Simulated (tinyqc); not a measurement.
# Thermionic emission over a Gaussian spread of barriers: effect of the spread

Metal on an n-type semiconductor with one parabolic valley; V > 0 is forward bias (metal positive). Patches of barrier height b are spread as a Gaussian with mean phi - r2 V and variance sg^2 + r3 V; each carries A* T^2 exp(-b/Vt) [exp(V/Vt) - 1].

A* = 4 pi q me m0 kB^2/h^3 (times 1e-4 for A/(cm^2 K^2)). At zero bias the mean of exp(-b/Vt) gives phi_ap(0) = phi - sg^2/(2 Vt), J0 = A* T^2 exp(-phi_ap(0)/Vt), and the current is centred on b = phi - sg^2/Vt.

Parameters, values chosen for the exercise; band and dielectric values close to those of silicon:
- T = 300 K (temperature)
- me = 0.259 m0 (electron mass)
- phi = 0.58 eV (barrier height seen from the metal)

Constants: q = 1.602176634e-19 C, kB = 1.380649e-23 J/K, h = 6.62607015e-34 J s, m0 = 9.1093837015e-31 kg, Vt = kB T/q. Results are converted to the units shown.

Results:
```
sg (eV)  phi_ap(0) (eV)  J0 (A/cm^2)  barrier that carries most current (eV)
0.02             0.5723     6.819e-4                                  0.5645
0.036            0.5549     0.001333                                  0.5299
0.068            0.4906      0.01608                                  0.4011
0.084            0.4435      0.09917                                  0.3071
0.1              0.3866       0.8972                                  0.1932
```

Estimate the missing row, sg = 0.052 eV.

Computed row:
```
sg (eV)  phi_ap(0) (eV)  J0 (A/cm^2)  barrier that carries most current (eV)
0.052            0.5277     0.003822                                  0.4754
```

With this row back in the table: The apparent barrier falls from 0.572 to 0.387 eV, by sg^2/(2 Vt), and J0 grows by a factor of 1320 over the table. The lowering equals Vt at sg = sqrt(2) Vt = 0.0366 eV. In 2 of the 6 rows sg exceeds 3 Vt, so the current comes from more than three deviations below the mean, a tiny share of the area that a Gaussian of independent patches describes poorly.

Range of the model: One isotropic valley is assumed; bands with several valleys have a larger Richardson constant and Nc.

Computed by the program tinyqc: `OMP_NUM_THREADS=1 python tinyqc.py 2640137 2640138 out.jsonl`, one thread of a shared Intel Xeon 2.30GHz, about 0.01 s for the whole run.
